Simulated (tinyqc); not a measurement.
# Gate work function from the charge

Question. For an undoped double gate, Q = 8 eps0 eps_r Vt beta tan(beta)/ts with 0 < beta < pi/2, and at the source (Vg - dphi)/(2 Vt) - ln[(2/ts) sqrt(2 eps0 eps_r Vt/(q ni))] = ln(beta) - ln(cos beta) + 2 r beta tan(beta), r = eps_r tox/(eox ts). Find beta and dphi.

Values chosen for this exercise; material values those of a made-up semiconductor:
```
symbol  value  unit                                      meaning
T         300     K                                  temperature
eps_r    14.6         relative permittivity of the semiconductor
eox      3.81        relative permittivity of the gate insulator
tox       3.5    nm                          insulator thickness
ts         10    nm                               body thickness
Vg       1.14     V                                 gate voltage
```

Constants: q = 1.602176634e-19 C, kB = 1.380649e-23 J/K, Vt = kB T/q, eps0 = 8.8541878128e-14 F/cm where lengths are in cm. Results are converted to the units shown.

Qs = 1369.7730 nC/cm^2
ni = 2.7511511e10 cm^-3

Answer. beta tan(beta) rises from 0 without bound on the interval, so the charge fixes beta; the second relation is then explicit in dphi. At this charge the surface density passes 0.3 Nc, so the classical Boltzmann model is only formal.

beta = 1.32
dphi = -0.120 V

Numbers from tinyqc (`OMP_NUM_THREADS=1 python tinyqc.py 2440174 2440175 out.jsonl`; about 0.02 s on one thread of a shared Intel Xeon 2.30GHz).
